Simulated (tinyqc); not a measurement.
What moves the results: donors on two lattice sites with valley-orbit split states. A value that a table varies takes the place of the one given here.

Each donor binds at most one electron, in any of its states. For a site s, W_s = sum over its states of g exp(E/kT), and the ionised share is 1/(1 + W_s exp(eta)), eta = (EF - Ec)/kT; n = Nc F_1/2(eta); neutrality n + NA = ND x (mean ionised share, the two sites in equal numbers); holes are neglected. Nc from N = 2 (m kB T/(4 pi c))^(3/2) with c = hbar^2/2m0, in 1/angstrom^3; times 1e24 for 1/cm^3, m = md. F_j(eta) = (1/Gamma(j + 1)) integral_0^infinity x^j dx/(1 + exp(x - eta)), which tends to exp(eta) for eta << 0.

Mobility (Caughey-Thomas form): mu = mu0 + (mu1 (T/300)^(-ga) - mu0)/(1 + ((ND + NA)/Nr)^de); rho = 1/(e n mu), e = 1.602176634e-19 C.

Constants: hbar^2/2m0 = 3.80998211 eV angstrom^2; kB = 8.617333262e-05 eV/K.

Inputs chosen for the exercise (near those of nitrogen in 4H-SiC; shifted at random, so the results belong to these values and not to a real crystal):

| symbol | value | unit | meaning |
|---|---|---|---|
| md | 0.801 | m0 | density-of-states mass of the conduction band |
| E | (63.1, 56, 114.3, 71.5) | meV | binding energies of h ground, h excited, k ground, k excited |
| g | (2, 4, 2, 4) |  | their degeneracies with spin |
| ND | 4.4e+16 | 1/cm^3 | donors, half on each site |
| NA | 0 | 1/cm^3 | compensating acceptors, all ionised |
| T | 300 | K |  |
| mu0 | 36 | cm^2/(V s) | mobility at heavy doping |
| mu1 | 945 | cm^2/(V s) | mobility at light doping and 300 K |
| Nr | 1.7e+17 | 1/cm^3 | reference doping |
| de | 0.61 |  | doping exponent |
| ga | 2.4 |  | temperature exponent |

## What the excited states change

The last columns keep only the ground state of each site (g = 2).

Results:

| T (K) | effective degeneracy, h site | eta | n (1/cm^3) | n, ground states only | ratio |
|---|---|---|---|---|---|
| 40 | 2.51 | -11.46 | 9.28e+12 | 1.04e+13 | 0.893 |
| 60 | 3.01 | -8.81 | 2.41e+14 | 2.96e+14 | 0.816 |
| 80 | 3.43 | -7.58 | 1.26e+15 | 1.63e+15 | 0.771 |
| 110 | 3.89 | -6.72 | 4.80e+15 | 6.36e+15 | 0.754 |
| 150 | 4.31 | -6.31 | 1.16e+16 | 1.44e+16 | 0.803 |
| 200 | 4.65 | -6.16 | 2.06e+16 | 2.33e+16 | 0.883 |
| 250 | 4.88 | -6.16 | 2.90e+16 | 3.16e+16 | 0.916 |
| 300 | 5.04 | -6.24 | 3.50e+16 | 3.73e+16 | 0.936 |
| 400 | 5.26 | -6.53 | 4.05e+16 | 4.19e+16 | 0.967 |
| 500 | 5.39 | -6.82 | 4.23e+16 | 4.31e+16 | 0.982 |

How do the results move?

The effective degeneracy grows from 2.51 to 5.39. Excited states hold electrons back, so the ratio is never above 1; it is lowest, 0.754, at 110 K of those listed, and 0.936 at 300 K. At low T the excited states empty out, and at high T more donors are ionised (n is 96 % of ND - NA in the last row), so the effect is largest in between.

## Ionisation and resistivity against doping

NA = 0.

Results:

| ND (1/cm^3) | n (1/cm^3) | n/ND | mu (cm^2/(V s)) | rho (ohm cm) | rho at full ionisation |
|---|---|---|---|---|---|
| 1.0e+14 | 9.99e+13 | 0.999 | 935 | 66.8 | 66.7 |
| 1.0e+15 | 9.92e+14 | 0.992 | 907 | 6.94 | 6.88 |
| 1.0e+16 | 9.32e+15 | 0.932 | 808 | 0.829 | 0.773 |
| 3.0e+16 | 2.52e+16 | 0.841 | 711 | 0.348 | 0.293 |
| 1.0e+17 | 6.78e+16 | 0.678 | 563 | 0.163 | 0.111 |
| 3.0e+17 | 1.52e+17 | 0.506 | 413 | 0.0998 | 0.0504 |
| 1.0e+18 | 3.34e+17 | 0.334 | 266 | 0.0701 | 0.0234 |
| 2.0e+18 | 5.09e+17 | 0.254 | 201 | 0.0609 | 0.0155 |

What does this show, and why?

From 1e16 to 1e18 1/cm^3 rho falls by a factor 11.8, not 100: the mobility takes a factor 3.03 and incomplete ionisation 2.79. n/ND is below 0.9 from 3e+16 1/cm^3 on. Near 1e19 1/cm^3 and above the levels merge with the band, and already below that screening lowers the binding energy, so the last rows understate n.

## Compensation sets the slope of the freeze-out

NA = K ND. The slope energy is -d ln(n T^(-p))/d(1/kT) between 50 and 60 K, with p = 3/4 for K = 0 and p = 3/2 otherwise.

Results:

| K | n(50 K) (1/cm^3) | n(60 K) (1/cm^3) | slope energy (meV) |
|---|---|---|---|
| 0 | 6.50e+13 | 2.41e+14 | 30.36 |
| 0.0010 | 4.66e+13 | 2.20e+14 | 33.06 |
| 0.010 | 9.25e+12 | 1.05e+14 | 55.80 |
| 0.050 | 1.73e+12 | 2.38e+13 | 60.64 |
| 0.20 | 2.89e+11 | 4.01e+12 | 60.91 |
| 0.50 | 5.96e+08 | 2.32e+10 | 87.60 |

What can be read from the table?

Without acceptors the slope is 30.36 meV, against half the h-site ground-state energy, 31.55; with K = 0.05 it is 60.64 meV, against the full 63.1. The full energy (less a few meV where excited levels lie within a few kT) shows where n is far below NA, since the acceptors then hold EF near the donor level: n(60 K)/NA is 5 for K = 0.001 and 0.011 for K = 0.05; for K = 0.001 the sample is still in or near the uncompensated regime, where p = 3/2 is the wrong power, so that slope means little. At K = 0.5 the acceptors have taken as many electrons as there are h sites, EF sits between the two levels, and the slope is 87.6 meV against their mean of 88.7.

## What moves the carrier density

All results formed anew. Each row changes one parameter from the base and keeps the others.

Results:

| case | eta | n (1/cm^3) | rho (ohm cm) |
|---|---|---|---|
| base | -6.242 | 3.497e+16 | 0.2672 |
| E = (68.1, 56, 114.3, 71.5) meV | -6.246 | 3.483e+16 | 0.2683 |
| md = 0.881 m0 | -6.363 | 3.576e+16 | 0.2613 |
| ND = 8.8e+16 1/cm^3 | -5.679 | 6.138e+16 | 0.1752 |
| NA = 4.4e+15 1/cm^3 | -6.353 | 3.130e+16 | 0.3037 |
| T = 330 K | -6.320 | 3.734e+16 | 0.3132 |
| Nr = 3.4e+17 1/cm^3 | -6.242 | 3.497e+16 | 0.2405 |

What does this show?

The largest shifts from the base row, up to three for each result and ties (the steps differ in size, so this ranks the rows, not the parameters). eta: ND +0.563, md -0.121, NA -0.111; unchanged at the printed digits by Nr. n (1/cm^3): ND +2.64e+16, NA -3.68e+15, T +2.37e+15; unchanged at the printed digits by Nr. rho (ohm cm): ND -0.0920, T +0.0460, NA +0.0365.

Computed by tinyqc, a small Python program: `OMP_NUM_THREADS=1 python tinyqc.py 1682129 1682130 out.jsonl` (the numbers bound the seed that draws the inputs); one thread of a shared host (Intel(R) Xeon(R) Processor @ 2.30GHz), about 0.01 s for the whole set of steps.
